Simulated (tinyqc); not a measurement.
Inside a calculation. Model: surface potential of a MOS transistor: implicit equation and explicit approximations.

Program tinyqc, `OMP_NUM_THREADS=1 python tinyqc.py 2122201 2122202 out.jsonl`; Intel Xeon 2.30GHz, shared host, one thread, about 0.01 s. Printed values are rounded.

p-type body, charge-sheet picture, depletion and inversion only, full ionisation (an idealisation for deep acceptors), Boltzmann statistics (rough once Na exp(x - xn) passes about Nc/7). In units of Vt: xg = (Vg - Vfb)/Vt, x = psi/Vt, G = gamma/sqrt(Vt), xn = (2 phiF + Vc)/Vt. The implicit equation is (xg - x)^2 = G^2 [x - 1 + exp(x - xn)] for x above about 3. Cox = eps0 eox/tox.

Inputs (values chosen for the exercise); band and dielectric values close to those of silicon:
- T = 250 K (temperature)
- Eg = 1.1 eV (band gap)
- eps_r = 11.5 (relative permittivity)
- Nc = 2.15e19 cm^-3 (conduction-band density of states at T)
- Nv = 2.01e19 cm^-3 (valence-band density of states at T)
- eox = 3.9 (relative permittivity of the gate insulator (close to silicon dioxide))
- tox = 13 nm (insulator thickness)
- Na = 4.6e17 cm^-3 (acceptor density)
- Vfb = -0.48 V (flat-band voltage)
- Vc = 0 V (channel-body voltage)
- Vg = 1.63 V (gate-body voltage)

Constants: q = 1.602176634e-19 C, kB = 1.380649e-23 J/K, Vt = kB T/q, eps0 = 8.8541878128e-14 F/cm where lengths are in cm. Results are converted to the units shown.

## Scales

ni = sqrt(Nc Nv) exp(-Eg/(2 Vt)), Eg in volts; phiF = Vt ln(Na/ni); gamma = sqrt(2 q eps0 eps_r Na)/Cox; VT = Vfb + Vt (xn + G sqrt(xn - 1)).

phiF = 0.467900 V
gamma = 1.45849 V^0.5
G = 9.93679
xn = 43.4380
VT = 1.85036 V
xg = 97.9421

## Explicit approximation

Depletion value a = 1 + [sqrt(G^2/4 + xg - 1) - G/2]^2; inversion value b = xn + ln[(xg - xn)^2/G^2 - xn + 1] and first guess y = min(a, b) - ln(1 + exp(-|a - b|)) if a > xn + 1, else b = y = a; one second-order correction with D = exp(y - xn), p = 2 (xg - y) + G^2 (1 + D), w = (xg - y)^2 - G^2 (y - 1 + D): z = y + 2 w/(p + sqrt(p^2 - 2 (2 - G^2 D) w)), or the Newton step z = y + w/p where the root is not real.

a = 37.7245
b = 37.7245
y = 37.7245
p = 219.501
w = -0.325928
z = 37.7230

The root of the implicit equation is x = 37.7230; y misses it by 0.0015 and z by -8.2e-13, in units of Vt.

## Starting value

x = y rounded to two decimals.

x at the start = 37.72

## Iteration 1: new x

D = exp(x - xn), f = (xg - x)^2 - G^2 (x - 1 + D), f' = -2 (xg - x) - G^2 (1 + D), x(new) = x - f/f'.

D = 0.00328611
f = 0.658031
f' = -219.508
x after iteration 1 = 37.7230

## Iteration 2: new x

As before.

D = 0.00329598
f = 7.52712e-6
f' = -219.503
x after iteration 2 = 37.7230

## Course of the iteration

Stop when the step is below 1e-11, or after 60 iterations.

Course of the iteration:
```
iteration	x before the step	step
1	37.72	3.00e-3
2	37.7230	3.43e-8
3	37.7230	-7.11e-15
```

Converged in 3 iterations.

## Potential, charges and gate control

converged x = 37.7230

psi = Vt x; N_dep = Cox Vt G sqrt(x - 1)/q; N_inv = (Cox Vt G/q) [sqrt(x - 1 + exp(x - xn)) - sqrt(x - 1)]; dpsi/dVg = 1/[1 + G^2 (1 + exp(x - xn))/(2 (xg - x))].

psi = 0.812679 V
N_dep = 2.15074e12 cm^-2
N_inv = 9.6515e7 cm^-2
dpsi/dVg = 0.548685

psi lies 5.7 Vt below 2 phiF + Vc.
